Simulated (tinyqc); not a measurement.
Hall effect and magnetoresistance of several carrier groups with constant relaxation times: one step, computed by the program tinyqc.

Group 1 has charge -e and group 2 charge +e; s_i is that sign. B lies along z; mu B is formed with mu in m^2/(V s).

Problem. Limits of weak and strong field. Weak field: R_H(0) = sum s_i n_i mu_i^2/(e (sum n_i mu_i)^2); MR = c B^2 with c = n1 n2 mu1 mu2 (s1 mu1 - s2 mu2)^2/(n1 mu1 + n2 mu2)^2. Strong field: R_H = 1/(e sum s_i n_i); rho_xx saturates at (n1/mu1 + n2/mu2)/(e (sum s_i n_i)^2).

Inputs (values chosen for the exercise, for a model conductor):

| quantity | value | unit |
|---|---|---|
| density n1 | 6.2e+17 | 1/cm^3 |
| mobility mu1 | 7300 | cm^2/(V s) |
| density n2 | 2.1e+19 | 1/cm^3 |
| mobility mu2 | 1900 | cm^2/(V s) |

Carriers: electrons and holes. Densities: per volume.

Constants: e = 1.602176634e-19 C.

Give: R_H at weak field; coefficient c; R_H at strong field; saturation MR.

Solution.

R_H at weak field = 0.13526 cm^3/C

coefficient c = 0.077444 1/T^2

R_H at strong field = 0.30626 cm^3/C

saturation MR = 19.129 %

R_H keeps its sign, and its size changes by a factor 2.26 from weak to strong field.
